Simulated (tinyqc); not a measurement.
Energy and delay of logic against supply voltage: one step of the calculation.

One expression serves below and above threshold: I(Vg) = Ik [ln(1 + exp((Vg - VT + dd V)/(al nf Vt)))]^al, with I_on = I(V) and I_off = I(0). Gate delay td = kd C V/I_on, clock period LD td. Per gate and cycle the switching energy is act C V^2 and the leakage energy I_off V LD td. No short-circuit current, no variation. Minima are sought above 0.09 V; below a few Vt gates no longer switch and the model has no meaning.

Problem. Currents, delay and energies. I_on, I_off, td, clock frequency 1/(LD td), both energies and their sum.

Parameters, values chosen for the exercise; values of the order met in logic technologies: temperature T = 250 K; threshold voltage at zero drain bias VT = 0.41 V; slope factor nf = 1.4; barrier lowering per volt of supply dd = 0.04; specific current of a gate Ik = 0.41 uA; exponent of the current law al = 1.26; load capacitance of a gate C = 0.5 fF; delay factor kd = 0.9; logic depth LD = 20; activity factor act = 0.05; supply voltage V = 1.01 V.

Constants: q = 1.602176634e-19 C, kB = 1.380649e-23 J/K, Vt = kB T/q. Results are converted to the units shown.

Find: I_on; I_off; td; clock frequency; switching energy; leakage energy; energy.

Solution.

I_on = 14.40 uA
I_off = 0.001953 nA
td = 31.56 ps
clock frequency = 1.584 GHz
switching energy = 25.50 aJ
leakage energy = 0.001245 aJ
energy = 25.50 aJ

I_on/I_off = 7.37e6; leakage makes up 0.00488 % of the energy.

tinyqc, about 0.01 s, one thread, Intel Xeon 2.30GHz (shared host): `OMP_NUM_THREADS=1 python tinyqc.py 2082167 2082168 out.jsonl`
